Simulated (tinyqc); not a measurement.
# Domain walls in a thin film with perpendicular anisotropy: Bloch, Neel and chiral walls, motion and stripe domains, step by step

A worked calculation. Computed by tinyqc, a small Python program that keeps every step. Command: `OMP_NUM_THREADS=1 python tinyqc.py 3004101 3004102 out.jsonl mwall walk`. One thread of a shared host (Intel(R) Xeon(R) Processor @ 2.30GHz), about 0.01 s of CPU time with the checks. Intermediate numbers are printed to about 7 digits and carried at full precision; extremes and crossings named in words are read from the listed rows.

One-dimensional wall: polar angle theta(x), azimuth phi of the moment in the wall (phi = 0 Neel, 90 degrees Bloch). mu_0 = 1.25663706212e-6 T m/A, gamma = 1.76085963023e11 rad/(s T).

Inputs (values chosen for the exercise, for a model film):

| quantity | value | unit |
|---|---|---|
| saturation magnetisation M_s | 632 | kA/m |
| exchange stiffness A | 23 | pJ/m |
| uniaxial anisotropy K_u | 434 | kJ/m^3 |
| DMI constant D | 0.038 | mJ/m^2 |
| thickness t | 2.3 | nm |
| damping alpha | 0.11 | - |
| current density J | 0.45 | 1e12 A/m^2 |
| spin Hall angle theta_SH | 0.097 | - |

Drive: spin-orbit torque.

Constants: hbar = 1.054571817e-34 J s; e = 1.602176634e-19 C.

## Width and energy of the Bloch wall

K_eff = K_u - mu_0 M_s^2/2; Delta = sqrt(A/K_eff); sigma_0 = 4 sqrt(A K_eff); profile theta = 2 arctan exp(x/Delta); quality factor Q = 2 K_u/(mu_0 M_s^2).

K_eff = 183.0345 kJ/m^3

width parameter Delta = 11.20979 nm

sigma_0 = 8.207113 mJ/m^2

quality factor Q = 1.729321

## Bloch or Neel

sigma(phi) = sigma_0 + 2 Delta K_D cos^2(phi) - pi D cos(phi), with the wall shape anisotropy K_D = N_x mu_0 M_s^2/2, N_x = t ln 2/(pi Delta). The minimum has cos(phi) = D/D_N for D < D_N = 4 Delta K_D/pi and phi = 0 beyond; sigma turns negative at D_c = (sigma_0 + 2 Delta K_D)/pi.

K_D = 11.36109 kJ/m^3

D_N = 0.1621540 mJ/m^2

azimuth phi = 76.44697 degrees

wall energy sigma = 8.193124 mJ/m^2

D_c = 2.693482 mJ/m^2

A mixed wall, between Bloch and Neel. D is 0.01 of D_c.

## Velocity under current

Spin-orbit drive: B_SL = hbar theta_SH J/(2 e M_s t) acts as the field (pi/2) B_SL cos(phi). Steady state: v = (gamma Delta/alpha)(pi/2) B_SL cos(phi) = gamma Delta [B_D sin(phi) - (B_K/2) sin(2 phi)], B_K = 2 K_D/M_s, B_D = pi D/(2 M_s Delta); the root with phi between its rest value and 90 degrees; v saturates at v_D = gamma Delta B_D.

B_SL = 9.882688 mT

azimuth in motion = 87.27529 degrees

velocity = 13.24217 m/s

saturation velocity v_D = 16.63072 m/s

v is 80 % of v_D: still rising with current. Caution: pinning, heating and tilting of the wall are left out.

## Velocity against current

The formulas are those given above.

Steady motion:

| J (1e12 A/m^2) | B_SL (mT) | phi (degrees) | v (m/s) | v at fixed rest phi (m/s) |
|---|---|---|---|---|
| 0.02 | 0.4392 | 78.52547 | 2.46290 | 2.9013 |
| 0.05 | 1.0981 | 80.64726 | 5.03000 | 7.2533 |
| 0.10 | 2.1962 | 82.83608 | 7.71983 | 14.5067 |
| 0.20 | 4.3923 | 85.11318 | 10.54675 | 29.0134 |
| 0.50 | 10.9808 | 87.49677 | 13.51829 | 72.5334 |
| 1.00 | 21.9615 | 88.61925 | 14.91635 | 145.0668 |
| 2.00 | 43.9231 | 89.27211 | 15.72792 | 290.1336 |
| 5.00 | 109.8076 | 89.69904 | 16.25774 | 725.3339 |

The linear law holds to 5 % in 0 of the eight rows; in the last row v is 97.8 % of v_D = pi gamma D/(2 M_s), which depends on neither alpha nor theta_SH.

## Stripe domains

Dipolar length l = sigma/(mu_0 M_s^2); for t much smaller than the period the domain width is w = 0.955 t exp(pi l/t) (Kaplan and Gehring), given as log10 of w in nm.

dipolar length l = 16.32321 nm

log10 of the domain width in nm = 10.02477

Domains would exceed a millimetre: any device is a single domain in equilibrium.

## Raising D

The formulas are those given above.

Wall against D; the last column is the Kaplan-Gehring width, log10[0.955 t exp(pi sigma/(mu_0 M_s^2 t))/nm], with a dash where it falls below 10 Delta and the formula fails:

| D (mJ/m^2) | phi (degrees) | sigma (mJ/m^2) | sigma/sigma_0 | log10 domain width |
|---|---|---|---|---|
| 0.032 | 78.61835 | 8.197193 | 0.9987913 | 10.02958 |
| 0.081 | 60.03140 | 8.143556 | 0.9922559 | 9.96619 |
| 0.130 | 36.70656 | 8.043401 | 0.9800525 | 9.84782 |
| 0.540 | 0.00000 | 6.765363 | 0.8243293 | 8.33738 |
| 1.100 | 0.00000 | 5.006071 | 0.6099674 | 6.25816 |
| 1.600 | 0.00000 | 3.435275 | 0.4185729 | 4.40171 |
| 2.200 | 0.00000 | 1.550320 | 0.1888995 | 2.17398 |
| 2.400 | 0.00000 | 0.922001 | 0.1123417 | - |

D_N is 6 % of D_c, so a small D fixes the chirality long before it lowers the energy much. Beyond D_N sigma falls by pi per unit of D, and the domain width, which has sigma in an exponent, drops by 7.9 decades over the valid rows (values above 6 mean a single domain in any device).

Checks made by the program: sigma_0 against the integral over the profile (relative difference below 1e-10).
